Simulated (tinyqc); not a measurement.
From results back to parameters: electrons shared among three sets of ellipsoidal valleys. Three cases, with inputs chosen for the exercise.

Problem. With Boltzmann statistics n(Gamma)/n(L) = R exp(-dE/kB T), where R = N_2/N_1 does not depend on T. Two ratios were computed from hidden R and dE.

Constants: kB = 8.617333262e-05 eV/K.

Find: dE; R.

Method. dE = kB ln(ratio_b/ratio_a)/(1/Ta - 1/Tb); then R = ratio_a exp(dE/kB Ta).

Case 1.

Values chosen (out of a larger set: masses and offsets near those of Ge; mobilities are free inputs, held fixed; not measured data): Ta = 300 K; Tb = 600 K.

ratio at Ta = 2.64251e-05
ratio at Tb = 0.000721694

Solution.

dE = 0.171 eV
R = 0.0197

Case 2.

Values chosen (out of a larger set: masses and offsets near those of Ge; mobilities are free inputs, held fixed; not measured data): Ta = 300 K; Tb = 450 K.

ratio at Ta = 0.000282682
ratio at Tb = 0.00116754

Solution.

dE = 0.110 eV
R = 0.0199

Case 3.

Values chosen (out of a larger set: masses and offsets near those of Ge; mobilities are free inputs, held fixed; not measured data): Ta = 300 K; Tb = 450 K.

ratio at Ta = 0.000218039
ratio at Tb = 0.00101136

Solution.

dE = 0.119 eV
R = 0.0218

Computed by tinyqc, one run a case: `OMP_NUM_THREADS=1 python tinyqc.py N N+1 out.jsonl` with N = 1651015, 1651092, 1651512; one thread of a shared Intel(R) Xeon(R) Processor @ 2.30GHz, about 0.02 s a run at most.
